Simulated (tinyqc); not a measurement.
RHF in the 3-21g basis, for H2, spin multiplicity 1, step by step. One step of it, computed by the program tinyqc.

Problem. Iteration 2: building the Fock matrix. J_ij = sum D_kl (ij|kl), K_ij = sum D_kl (ik|jl); F = H + J - 0.5 K; E = tr D H + tr D J / 2 - 0.25 tr D K + E_nn.

D after iteration 1, lower triangle:
```
          1H 1s     1H 2s     2H 1s     2H 2s
1H 1s  0.131242
1H 2s  0.181883  0.252065
2H 1s  0.131242  0.181883  0.131242
2H 2s  0.181883  0.252065  0.181883  0.252065
```

core Hamiltonian H = T + V (hartree), lower triangle:
```
           1H 1s      1H 2s      2H 1s      2H 2s
1H 1s  -0.761095
1H 2s  -0.865105  -0.911865
2H 1s  -0.535156  -0.641538  -0.761095
2H 2s  -0.641538  -0.791058  -0.865105  -0.911865
```

Two-electron integrals (ij|kl) in chemists' order, unique and non-zero (hartree):
```
(11|11) 1.140145   (21|11) 0.611403   (21|21) 0.345152   (22|11) 0.626370
(22|21) 0.380329   (22|22) 0.482957   (31|11) 0.240912   (31|21) 0.138558
(31|22) 0.156650   (31|31) 0.076271   (32|11) 0.267835   (32|21) 0.163867
(32|22) 0.208685   (32|31) 0.096974   (32|32) 0.144365   (33|11) 0.577815
(33|21) 0.362452   (33|22) 0.481872   (33|31) 0.240912   (33|32) 0.387799
(33|33) 1.140145   (41|11) 0.387799   (41|21) 0.220002   (41|22) 0.244435
(41|31) 0.096974   (41|32) 0.117539   (41|33) 0.267835   (41|41) 0.144365
(42|11) 0.448407   (42|21) 0.274488   (42|22) 0.355784   (42|31) 0.129116
(42|32) 0.184258   (42|33) 0.448407   (42|41) 0.184258   (42|42) 0.285640
(43|11) 0.362452   (43|21) 0.225965   (43|22) 0.300695   (43|31) 0.138558
(43|32) 0.220002   (43|33) 0.611403   (43|41) 0.163867   (43|42) 0.274488
(43|43) 0.345152   (44|11) 0.481872   (44|21) 0.300695   (44|22) 0.410220
(44|31) 0.156650   (44|32) 0.244435   (44|33) 0.626370   (44|41) 0.208685
(44|42) 0.355784   (44|43) 0.380329   (44|44) 0.482957
```

nuclear repulsion = 0.59059957 hartree

Give: Coulomb J; exchange K; Fock matrix F; total energy of this density.

Solution.

Coulomb J (hartree), lower triangle:
```
       1H 1s  1H 2s  2H 1s  2H 2s
1H 1s  1.387
1H 2s  0.822  1.004
2H 1s  0.399  0.554  1.387
2H 2s  0.554  0.809  0.822  1.004
```

exchange K (hartree), lower triangle:
```
       1H 1s  1H 2s  2H 1s  2H 2s
1H 1s  0.906
1H 2s  0.821  0.861
2H 1s  0.633  0.732  0.906
2H 2s  0.732  0.823  0.821  0.861
```

Fock matrix F (hartree), lower triangle:
```
        1H 1s   1H 2s   2H 1s   2H 2s
1H 1s   0.173
1H 2s  -0.454  -0.339
2H 1s  -0.453  -0.454   0.173
2H 2s  -0.454  -0.394  -0.454  -0.339
```

total energy of this density = -1.10858 hartree
